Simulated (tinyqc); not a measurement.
Inside a calculation. Model: X-ray reflectivity of a thin film on silicon: critical angles, Parratt recursion, fringes and roughness. Computed by tinyqc, a small Python program that keeps every step. Command: `OMP_NUM_THREADS=1 python tinyqc.py 3120713 3120714 out.jsonl xrr walk`. One thread of a shared host (Intel(R) Xeon(R) Processor @ 2.30GHz), about 0.01 s of CPU time with the checks. Intermediate numbers are printed to about 6 digits and carried at full precision; extremes and crossings named in words are read from the listed rows.

n = 1 - delta + i beta; the classical electron radius is r_e = 2.8179403e-6 nm. Layer 0 is vacuum, 1 the film, 2 the substrate.

Inputs (values chosen for the exercise, modelled on TaN on silicon, copper K-alpha radiation): wavelength lambda = 0.15406 nm; film density rho = 13.7 g/cm^3; effective electrons per unit mass, film = 0.408 mol/g; beta/delta, film = 0.073; film thickness d = 5 nm; roughness of the surface sigma_1 = 0.39 nm; roughness of the interface sigma_2 = 0.34 nm; substrate density = 2.33 g/cm^3; effective electrons per unit mass, substrate = 0.507 mol/g; beta/delta, substrate = 0.023; grazing angle theta = 1.96 degrees.

Constants: N_A = 6.02214076e+23 1/mol.

## Optical constants

delta = r_e lambda^2 rho_e/(2 pi), rho_e = density x electrons per mass x N_A; critical angle sqrt(2 delta), q_c = 4 sqrt(pi r_e rho_e).

Constants:
```
layer      rho_e (1/nm^3)        delta         beta  critical angle (degrees)  q_c (1/nm)
film              3366.14  3.58314e-05  2.61569e-06                  0.485031    0.690505
substrate          711.40  7.57263e-06  1.74170e-07                  0.222977    0.317437
```

The film is denser in electrons than the substrate; X-rays tunnel through a film of a few nanometres, so the edge of total reflection moves to the value of the film only as it thickens.

## Critical angle of the film

The formulas are those given above.

critical angle of the film = 0.485031 degrees

## Reflectivity at one angle

k_j = (2 pi/lambda) sqrt(sin^2 theta - 2 delta_j + 2 i beta_j); r_ij = (k_i - k_j)/(k_i + k_j) x exp(-2 k_i k_j sigma^2) (Nevot-Croce); r = (r_01 + r_12 p)/(1 + r_01 r_12 p), p = exp(2 i k_1 d); R = |r|^2.

k_0, k_1, k_2 (1/nm): [1.39489, 1.35149+0.00322i, 1.38583+0.00021i]

1000 r_01 = 8.90386-0.68320i

1000 r_12 = -8.13423+0.73231i

p = 0.564434+0.786803i

reflectivity R = 5.84544e-05

q = 4 pi sin(theta)/lambda = 2.78977 1/nm

## Fringe period, contrast and decay

Far above the critical angle the period is d theta = lambda/(2 d), or 2 pi/d in q; the envelope runs between (|r_01| - |r_12 p|)^2 and (|r_01| + |r_12 p|)^2; contrast = 2 a b/(a^2 + b^2) with a = |r_01|, b = |r_12 p|; roughness factors on the amplitudes are about exp(-q^2 sigma^2/2).

period in theta = 0.882699 degrees

period in q = 1.25664 1/nm

contrast = 0.992665

roughness factor, surface = 0.553284

roughness factor, interface = 0.637725

## Thickness from the minima

Minima of R theta^4 are located on 6001 points over 7.5 periods, from 1.15 times the larger critical angle. With refraction, sin^2(theta_m) = 2 delta + m^2 (lambda/(2 d))^2, m integer or half-integer; the first six minima are used, and the first order is the one that minimises the largest residual of the least-squares line plus the distance of its intercept from 2 delta. Without refraction, d = lambda/(2 x mean step of sin theta).

Minima:
```
order m  theta (degrees)  sin^2 theta
1                1.01017   0.00031081
2                1.83329   0.00102345
3                2.69502   0.00221085
4                3.56779   0.00387250
5                4.44828   0.00601542
6                5.34091   0.00866417
```

d with refraction = 4.98789 nm

d without refraction = 5.10459 nm

Against d = 5 nm the errors are -0.24 % with and +2.09 % without refraction. The orders are integers, as r_01 and r_12 have opposite signs for a film denser than the substrate.

## Which roughness does what

R is averaged over one period above each angle (64 points); contrast = (max - min)/(max + min) of R theta^4 over that period. Cases: smooth; only sigma_1; only sigma_2; both.

Mean R and contrast:
```
theta (degrees)    R smooth  contrast   R, sigma_1  contrast, sigma_1  R, sigma_2  contrast, sigma_2      R, both  contrast, both
0.8              0.00346115  0.957008  2.81899e-03           0.986648  0.00321431           0.915603  2.57081e-03        0.963163
1.2              0.00142917  0.967691  1.04889e-03           0.978512  0.00123383           0.849506  8.56284e-04        0.993620
1.8              0.00022993  0.964763  1.18093e-04           0.965641  0.00017533           0.799330  6.15064e-05        0.990185
2.5              0.00006841  0.967818  2.90724e-05           0.674520  0.00004861           0.559030  6.27243e-06        0.999735
3.5              0.00002248  0.969060  8.97130e-06           0.302702  0.00001493           0.301530  3.45159e-07        0.949399
```

At 2.5 degrees sigma_1 alone multiplies the mean R by 0.42 and sigma_2 alone by 0.71; the contrast goes from 0.97 (smooth) to 0.67 and 0.56.

Checks made by the program: smooth bare substrate far above q_c against (q_c/2q)^4 (relative difference 1e-03).
